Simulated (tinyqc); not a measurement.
Layer against dose: implant damage, amorphisation by cascade overlap, and solid-phase epitaxial regrowth. Computed by tinyqc, a small Python program. Command: `OMP_NUM_THREADS=1 python tinyqc.py 3112876 3112877 out.jsonl sper walk`. One thread of a shared host (Intel(R) Xeon(R) Processor @ 2.30GHz), about 0.01 s of CPU time with the checks.

Range and width of the damage are inputs. Dynamic annealing enters only through the surviving share f.

Inputs (values chosen for the exercise, modelled on germanium ions in silicon):
```
quantity                           value    unit
atomic density N                    49.9  1/nm^3
ion Z1                                32       -
ion mass M1                         72.6       u
target Z2                             14       -
target mass M2                     28.09       u
ion energy E                          60     keV
displacement energy E_d               14      eV
depth of the damage peak R_d          38      nm
width of the damage profile s_d       26      nm
share of defects that survive f     0.89       -
critical displaced share x_c        0.12       -
dose Q                           4.4e+14  1/cm^2
```

Constants: a_0 = 0.529177210903 angstrom; e^2/(4 pi eps_0) = 14.39964548 eV angstrom.

Method. Robinson partition: eps = E a M2/(Z1 Z2 (e^2/(4 pi eps_0)) (M1 + M2)), a = 0.8853 a_0/sqrt(Z1^(2/3) + Z2^(2/3)); k = 0.0793 Z1^(2/3) Z2^(1/2) (M1 + M2)^(3/2)/((Z1^(2/3) + Z2^(2/3))^(3/4) M1^(3/2) M2^(1/2)); damage energy T_d = E/(1 + k (eps + 0.40244 eps^(3/4) + 3.4008 eps^(1/6))); displacements nu = 0.8 T_d/(2 E_d). Displaced share x(z) = f nu Q exp(-(z - R_d)^2/(2 s_d^2))/(sqrt(2 pi) s_d N); the layer is amorphous where x > x_c, between R_d -/+ s_d sqrt(2 ln(x_max/x_c)), the upper edge being cut at the surface. Threshold dose Q_c = Q x_c/x_max.

threshold dose Q_c = 3.52362e+13 1/cm^2

displacements per ion nu = 1244.42

Dose series; the last column is f nu Q erfc((z2 - R_d)/(sqrt2 s_d))/2:
```
Q (1/cm^2)   x_max  upper edge (nm)  lower edge (nm)  displaced atoms beyond z2 (1/cm^2)
3.88e+13    0.1321           26.587            49.41                          1.4196e+16
5.29e+13    0.1802           14.562            61.44                          1.0761e+16
8.81e+13    0.3000            2.801            73.20                          8.5766e+15
1.41e+14    0.4802            0.000            81.30                          7.4836e+15
2.47e+14    0.8412            0.000            89.31                          6.6257e+15
4.23e+14    1.4406            0.000            95.97                          6.0392e+15
8.81e+14    3.0003            0.000           103.97                          5.4498e+15
1.76e+15    5.9938            0.000           110.72                          5.0305e+15
```

What follows from these numbers?

A dose 45 times larger moves the lower edge from 49.4 to 111 nm, as the root of a logarithm, and the damage beyond it falls by a factor 2.8, since the edge lies on an ever steeper tail. The layer reaches the surface at Q_c exp(R_d^2/(2 s_d^2)) = 1.03e14 per cm^2.
